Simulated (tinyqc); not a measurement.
Changing the hopping t: Holstein polaron on two sites. Computed by tinyqc, a small Python program. Command: `OMP_NUM_THREADS=1 python tinyqc.py 3005420 3005421 out.jsonl holstein sweep`. One thread of a shared host (Intel(R) Xeon(R) Processor @ 2.30GHz), about 0.03 s of CPU time with the checks.

One electron on sites 1 and 2: H = -t (c1+ c2 + c2+ c1) + hbar omega sum_i b_i+ b_i - g hbar omega sum_i n_i (b_i + b_i+). The symmetric phonon shifts the energy by -g^2 hbar omega/2 and drops out; with b = (b_1 - b_2)/sqrt(2) there remains H = -t sigma_x + hbar omega b+ b - (g hbar omega/sqrt(2)) sigma_z (b + b+). Parity splits it into blocks p = +1 and -1 over phonon numbers n. Zero-point energies are left out. Weights Z refer to mode b alone; the displaced symmetric mode multiplies the full zero-phonon weight by exp(-g^2/2).

Inputs (values chosen for the exercise, for a model dimer): phonon energy hbar omega = 143 meV; coupling g = 3.

Method. Block p: H_nn = n hbar omega - p t (-1)^n - g^2 hbar omega/2, H_(n,n+1) = -(g hbar omega/sqrt(2)) sqrt(n + 1). Use 60 levels in both blocks; Z = c_0^2 is the weight of n = 0 in the ground state c; the splitting is the lowest odd level less the lowest even one, which without coupling is the smaller of 2t and hbar omega; <sigma_x> = sum (-1)^n c_n^2 measures the kinetic energy.

One run for each value:
```
hopping t (meV)  splitting/(2t)  weight Z of n = 0 in mode b  <sigma_x>  mean phonon number in b
7.2                     0.00012                       0.0113     0.0061                    4.500
13.0                    0.00012                       0.0114     0.0109                    4.499
25.0                    0.00012                       0.0116     0.0208                    4.498
48.0                    0.00013                       0.0122     0.0398                    4.492
90.0                    0.00013                       0.0134     0.0745                    4.472
170.0                   0.00016                       0.0167     0.1408                    4.402
320.0                   0.00030                       0.0284     0.2659                    4.150
610.0                   0.00180                       0.1231     0.5204                    3.115
1100.0                  0.01658                       0.7646     0.9024                    0.532
```

Over the rows, splitting/(2t) rises from 1.23e-4 to 0.0166 (exponent d ln y / d ln x 0.0018 between the first rows and 3.8 between the last); weight Z of n = 0 in mode b rises from 0.0113 to 0.765 (exponent d ln y / d ln x 0.018 between the first rows and 3.1 between the last); <sigma_x> rises from 0.00607 to 0.902 (exponent d ln y / d ln x 0.98 between the first rows and 0.93 between the last). For t much below hbar omega the ratio tends to exp(-g^2) = 1.23e-4; the first row has 1.23e-4.

Caution (rows 1100): with hbar omega below 2t the lowest odd level starts as a one-phonon state, so the splitting here is a softened phonon and not a narrowed hopping.

Extremes, crossings and ranges named in words are read from the listed rows.
